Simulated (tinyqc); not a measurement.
# FinFET, parasitic resistance, capacitance and delay: effects of single changes

Nf fins under one contact; each has gated perimeter p = 2 Hf + Wf and cross-section A = Hf Wf; contact width Wc = Nf pf, stack height Hs = Hf. Contact length Lc = CPP - Lg - 2 Lsp, shared by two neighbouring gates. Source and drain sides are equal. The formulas are first-order estimates, not field solutions.

Values chosen for this exercise; values close to those of silicon logic devices:

| symbol | value | unit | meaning |
|---|---|---|---|
| T | 300 | K | temperature |
| Nf | 1 |  | number of fins |
| Hf | 35 | nm | fin height |
| Wf | 7 | nm | fin width |
| pf | 24 | nm | fin pitch |
| CPP | 42 | nm | contacted gate pitch |
| Lg | 14 | nm | gate length |
| Lsp | 4 | nm | spacer length |
| ks | 3.3 |  | relative permittivity of the spacer |
| Hc | 25 | nm | gate height above the channel stack |
| rc | 4.2e-9 | ohm cm^2 | contact resistivity |
| re | 0.00032 | ohm cm | resistivity of the source-drain epitaxy |
| te | 15 | nm | current-carrying depth of the epitaxy |
| rx | 0.00094 | ohm cm | resistivity of the extension |
| Lov | 1.5 | nm | gate overlap |
| Cinv | 2.8 | uF/cm^2 | inversion capacitance |
| vx | 8.6e6 | cm/s | injection velocity |
| mu | 190 | cm^2/(V s) | apparent mobility |
| VT | 0.29 | V | threshold at zero drain voltage |
| dl | 0.042 | V/V | barrier lowering |
| n | 1.2 |  | subthreshold factor |
| Cw | 0.23 | fF | wire load |
| Vdd | 0.8 | V | supply voltage |

Constants: q = 1.602176634e-19 C, kB = 1.380649e-23 J/K, eps0 = 8.8541878128e-12 F/m, Vt = kB T/q. Results are converted to the units shown.

Each table varies one quantity; the others keep the values above.

## Effect of the relative permittivity of the spacer

Epitaxy sheet resistance Rsh = re/te, transfer length LT = sqrt(rc/Rsh), contact Rc = [sqrt(rc Rsh)/Wc] coth(Lc/(2 LT)); extension of one fin Rx = rx Lsp/A. With N fins: gate Cg = Cinv p N Lg; per side, plate Cp = ks eps0 [Wc (Hs + Hc) - N A]/Lsp, top fringe Cf = (2/pi) ks eps0 Wc ln(1 + Lg/(2 Lsp)), overlap Co = Cinv p N Lov. One fin: I = p Q vx u/(1 + |u|^1.8)^(1/1.8), Q = Cinv n Vt ln(1 + exp((Vg' - VT + dl Vd')/(n Vt))), u = Vd' mu/(vx Lg), Vg' = Vgs - v, Vd' = Vds - 2 v, with the drop on each side v = Rc (sum of I) + Rx I. Ieff = [I(Vgs = Vdd, Vds = Vdd/2) + I(Vdd/2, Vdd)]/2, total currents. With Cs = Cp + Cf + Co, the load of an inverter of two such devices driving an equal one is CL = 2 (Cg + 2 Cs) + 4 Cs + Cw (own drains counted twice for the Miller effect); delay CL Vdd/(2 Ieff).

The same in every row: Rc (ohm) = 1780; Rx/N (ohm) = 153.5; Ieff (uA) = 42.11.

Results:
```
ks	CL (aF)	delay (ps)
1	338.5	3.215
2	360.8	3.427
4	405.3	3.850
5.5	438.6	4.167
7	472.0	4.484
```

Estimate the missing row, ks = 3.

Computed row:
```
ks	CL (aF)	delay (ps)
3	383.0	3.638
```

With this row back in the table: As ks goes from 1 to 7, Ieff stays at 42.1 uA, CL rises from 338 to 472 aF and the delay rises from 3.22 to 4.48 ps.

## Effect of the contacted gate pitch

Same model as above.

The same in every row: Rx/N (ohm) = 153.5; CL (aF) = 389.7.

Effect of the contacted gate pitch:
```
CPP (nm)	Rc (ohm)	Ieff (uA)	delay (ps)
36	2521	36.55	4.265
42	1780	42.11	3.702
48	1384	45.36	3.437
54	1141	47.47	3.284
60	976.7	48.95	3.184
66	859.6	50.05	3.115
72	772.6	50.88	3.064
78	705.8	51.53	3.025
```

As CPP goes from 36 to 78 nm, Ieff rises from 36.6 to 51.5 uA, CL stays at 390 aF and the delay falls from 4.26 to 3.03 ps. Only the contact length changes, so the capacitance stays and the pitch acts through Rc.

## Effect of the supply voltage

Same model as above.

The same in every row: Rc (ohm) = 1780; Rx/N (ohm) = 153.5; CL (aF) = 389.7.

Effect of the supply voltage:
```
Vdd (V)	Ieff (uA)	delay (ps)
0.45	10.98	7.983
0.55	18.67	5.739
0.65	27.60	4.588
0.75	37.20	3.928
0.85	47.05	3.520
0.95	56.97	3.249
```

Read the table: what changes, and by how much?

As Vdd goes from 0.45 to 0.95 V, Ieff rises from 11.0 to 57.0 uA, CL stays at 390 aF and the delay falls from 7.98 to 3.25 ps.

Computed by the program tinyqc: `OMP_NUM_THREADS=1 python tinyqc.py 2170118 2170119 out.jsonl`, one thread of a shared Intel Xeon 2.30GHz, about 0.04 s for the whole run.
